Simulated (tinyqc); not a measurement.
Configuration-coordinate model of carrier capture at a defect, step by step. Values are carried at full precision from step to step, so a last printed digit may differ when a step is redone from the rounded ones.

Two parabolas of equal curvature k in one coordinate Q: with the carrier free at the band edge, U_f = k Q^2/2; with the carrier trapped, U_t = k (Q - dQ)^2/2 - ET. ER = k dQ^2/2, Huang-Rhys factor S = ER/hw, hw = 0.0646541 sqrt(k/M) eV for k in eV/angstrom^2 and M in u. The curves cross at a height Eb = (ER - ET)^2/(4 ER) above the free minimum.

Constants: kB = 8.617333262e-05 eV/K.

Parameters, chosen for this exercise (of the size met at a deep level in Si; shifted at random, so the results belong to these values and not to a real crystal):

| symbol | value | unit | meaning |
|---|---|---|---|
| ET | 0.52 | eV | thermal depth of the level below the band edge |
| ER | 0.09 | eV | relaxation energy |
| hw | 0.035 | eV | phonon energy of the mode |
| M | 28 | u | mass of the mode |
| T | 150 | K | temperature |
| nu | 1e+13 | 1/s | attempt rate |

## The two parabolas

Form S, k, dQ, the crossing point Qc = (ER - ET)/(k dQ), Eb, and the emission barrier Eb + ET.

S = 2.571
k = 8.2054 eV/angstrom^2
dQ = 0.1481 angstrom
Qc = -0.3538 angstrom

barriers (eV): capture 0.5136, emission 1.0336

ER < ET: the crossing lies on the far side of the free minimum (the inverted case), where tunnelling between vibrational states can matter much if Eb is well above hw.

## Optical transitions

Vertical ionisation from the trapped minimum costs ET + ER; vertical capture from the free minimum releases ET - ER (none if negative); the band has a standard deviation sqrt(S hw^2 coth(hw/2kT)) with S = ER/hw, and a full width 2.35482 times that.

energies (eV): ionisation peak 0.610, zero-phonon 0.520, emission peak 0.430

coth(hw/2kT) = 1.1429
standard deviation = 0.0600 eV
full width = 0.1413 eV

Radiative capture would peak at 0.430 eV. The optical peak exceeds the thermal depth by a factor 1.17.

## The multiphonon factor

Multiphonon factor for giving p = ET/hw phonons to the lattice: W = exp(-S (2 nb + 1)) ((nb + 1)/nb)^(p/2) I_p(x), nb = 1/(exp(hw/kT) - 1), x = 2 S sqrt(nb (nb + 1)), I_p the modified Bessel function. Classical limit: W = hw exp(-Eb/kT)/sqrt(4 pi ER kT). At T = 0: exp(-S) S^p/Gamma(p + 1).

Form p, nb, x and ln W, the classical ln W, and the capture time 1/(nu W).

p, nb, x: 14.8571  0.0715  1.4230

ln W: quantum -15.358, classical -40.974

capture time = 4.68e-07 s

The quantum factor is 1.33e+11 times the classical one at kT/hw = 0.37: nuclear tunnelling rules.

## Emission by detailed balance

For equal degeneracies and one band-edge state, emission time = capture time x exp(ET/kT).

ET/kT = 40.229
log10 of the emission time in s = 11.14

## Checks

- Ln W for the nearest whole p against the double Poisson sum over emitted and absorbed phonons: both -15.6044.

(tinyqc, `OMP_NUM_THREADS=1 python tinyqc.py 1481503 1481504 out.jsonl`, Intel(R) Xeon(R) Processor @ 2.30GHz, 1 thread, shared host, about 0.01 s.)
